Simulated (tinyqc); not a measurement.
# Tunnelling through a gate dielectric, WKB transmission and Tsu-Esaki current: what changes with what

Electrons leave the emitter at x = 0. Energies E (motion across the layers) are in eV from the emitter Fermi level; the collector Fermi level lies at -V and offers states at every E. No charge in the dielectric and no image force: F1 = V/t1, U = phi1 - F1 x. With C = hbar^2/(2 m0), kappa = sqrt(m (U - E)/C) where U > E and 0 elsewhere; T(E) = exp(-S), S = 2 times the integral of kappa over x.

Values chosen for this exercise; dielectric values close to those of silicon dioxide:
- T = 400 K (temperature)
- Ef = 0.2 eV (Fermi energy of the emitter above its band bottom)
- me = 0.39 m0 (emitter mass in the supply function)
- phi1 = 3.04 eV (barrier of layer 1 above the emitter Fermi level at zero bias)
- m1 = 0.5 m0 (tunnelling mass of layer 1)
- t1 = 2.9 nm (thickness of layer 1)

Constants: q = 1.602176634e-19 C, kB = 1.380649e-23 J/K, hbar = 1.054571817e-34 J s, m0 = 9.1093837015e-31 kg, Vt = kB T/q, hbar^2/(2 m0) = 0.0380998212 eV nm^2. Results are converted to the units shown.

Each table varies one quantity; the others keep the values above.

## A Fowler-Nordheim plot

The thickness is set to t1 = 6.8 nm and V = F t1. Each layer adds (2/F) sqrt(m/C) [G(u at its left edge) - G(u at its right edge)] to S, with u = U - E (0 where negative) and G(u) = (2/3) u^1.5. J = J0 times the integral of T(E) N(E) dE, N = ln[(1 + exp(-E/Vt))/(1 + exp((-E - V)/Vt))], J0 = q^2 me m0 kB T/(2 pi^2 hbar^3) (times 1e-4 for A/cm^2 per eV), from E = -Ef to far above the barrier (T = 1 there), by quadrature converged to the digits shown. The closed formula is J = A F^2 exp(-B/F), A = q^2 me/(16 pi^2 hbar m1 phi1) (A/V^2 with phi1 in volts), B = (4/3) sqrt(m1/C) phi1^1.5 (V/nm), C = hbar^2/(2 m0); it assumes zero temperature, a deep Fermi sea and S linear in E.

A Fowler-Nordheim plot:
```
F (V/nm)  J (A/cm^2)  J by the formula (A/cm^2)  ln(J/F^2), F in V/cm
0.6        1.182e-11                  4.189e-12                -56.38
0.71        8.244e-9                   4.359e-9                -50.16
0.83        1.577e-6                   1.094e-6                -45.22
0.94        6.226e-5                   5.187e-5                -41.80
1.06        0.001469                   0.001440                -38.88
1.17         0.01524                    0.01699                -36.73
1.29          0.1250                     0.1582                -34.82
1.4           0.6298                     0.8860                -33.37
```

The slope of ln(J/F^2) against 1/F between the end rows is -24.15 V/nm, against B = 25.60 V/nm; read as B it gives phi1 = 2.92 eV. The integrated current is 2.82 times the formula in the first row and 29 % below it in the last. The shortfall in the last row comes from the shallow Fermi sea, which cuts off supply that the formula counts. The excess in the first row is thermal: at 20 K it is gone. In 4 of the 8 rows the field exceeds 10 MV/cm (up to 14.0), more than most dielectrics sustain; the model ignores breakdown.

## Current against voltage

Same model as above.

Result of one run:
```
V (V)  S at E = 0  T(E = 0)  J (A/cm^2)  mean E of the current (eV)
4.3         17.27  3.172e-8       1.819                    -0.07960
```

What becomes of these results when the voltage across the dielectric V is changed from 4.3 to 2.76 V, all else the same?

Result of the changed run:
```
V (V)  S at E = 0   T(E = 0)  J (A/cm^2)  mean E of the current (eV)
2.76        26.15  4.403e-12    2.478e-4                    -0.07643
```

The whole series:
```
V (V)  S at E = 0   T(E = 0)  J (A/cm^2)  mean E of the current (eV)
0.2         36.03  2.262e-16    1.570e-8                    -0.09224
0.71        34.40  1.145e-15    7.998e-8                    -0.09266
1.22        32.67  6.505e-15    4.401e-7                    -0.09069
1.74        30.74  4.476e-14    2.905e-6                    -0.08799
2.25        28.63  3.695e-13    2.269e-5                    -0.08406
2.76        26.15  4.403e-12    2.478e-4                    -0.07643
3.27        22.71  1.378e-10    0.006519                    -0.06146
3.79        19.59   3.106e-9      0.1631                    -0.07220
4.3         17.27   3.172e-8       1.819                    -0.07960
```

J rises from 1.57e-8 to 1.82 A/cm^2, by 1.39 decades a volt between the first two rows and 2.05 between the last two. From V = 3.27 V on (among the rows) a band edge falls below the emitter Fermi level, so electrons at E = 0 no longer cross the full thickness. In 3 of the 9 rows the field exceeds 10 MV/cm (up to 14.8), more than most dielectrics sustain; the model ignores breakdown.

Numbers from tinyqc (`OMP_NUM_THREADS=1 python tinyqc.py 2540158 2540159 out.jsonl`; about 0.03 s on one thread of a shared Intel Xeon 2.30GHz).
